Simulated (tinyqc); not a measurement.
Berg model of reactive sputtering of a nitride or oxide: poisoning, hysteresis and pumping speed: one step, computed by the program tinyqc.

A diatomic gas reacts with bare metal on the target and on the collecting surfaces; ions remove metal and compound from the target. theta_t and theta_c are the compound fractions.

Problem. Steady state at the pressure P. Ion flux j = J/e; gas flux F = P/sqrt(2 pi M k_B T). Target: (2/z) alpha F (1 - theta_t) = j Y_c theta_t. Sputtered flows F_c = j Y_c theta_t A_t, F_m = j Y_m (1 - theta_t) A_t. Collector: (2/z) alpha F (1 - theta_c) A_c + F_c (1 - theta_c) = F_m theta_c. Gas use Q = alpha F [(1 - theta_t) A_t + (1 - theta_c) A_c] + P S/(k_B T); 1 sccm = 4.4780e17 molecules/s. Rate R = F_m + F_c, given relative to j Y_m A_t.

Inputs (values chosen for the exercise, close to those used for aluminium oxide):
```
quantity                          value     unit
ion current density J                13  mA/cm^2
target area A_t                     120     cm^2
collecting area A_c                3700     cm^2
metal yield Y_m                    0.85        -
compound yield Y_c                0.045        -
sticking coefficient alpha         0.43        -
reactive atoms per metal atom z     1.5        -
gas mass M                           32        u
pumping speed S                      51      l/s
gas temperature T                   300        K
reactive partial pressure P      0.0082       Pa
```

Constants: e = 1.602176634e-19 C; u = 1.6605390666e-27 kg; k_B = 1.380649e-23 J/K.

Give: ion flux j; gas flux F; theta_t; theta_c; gas use; total flow Q; rate relative to clean metal.

Solution.

ion flux j = 8.114e+16 1/(cm^2 s)

gas flux F = 2.205e+16 1/(cm^2 s)

theta_t = 0.7759

theta_c = 0.9621

gas use (sccm): target 0.569, collector 2.967, pump 0.225

total flow Q = 3.762 sccm

rate relative to clean metal = 0.2652

The target is partly covered. The film is 96.2 % compound. Caution: here dQ/dP is negative, a branch that flow control cannot hold.
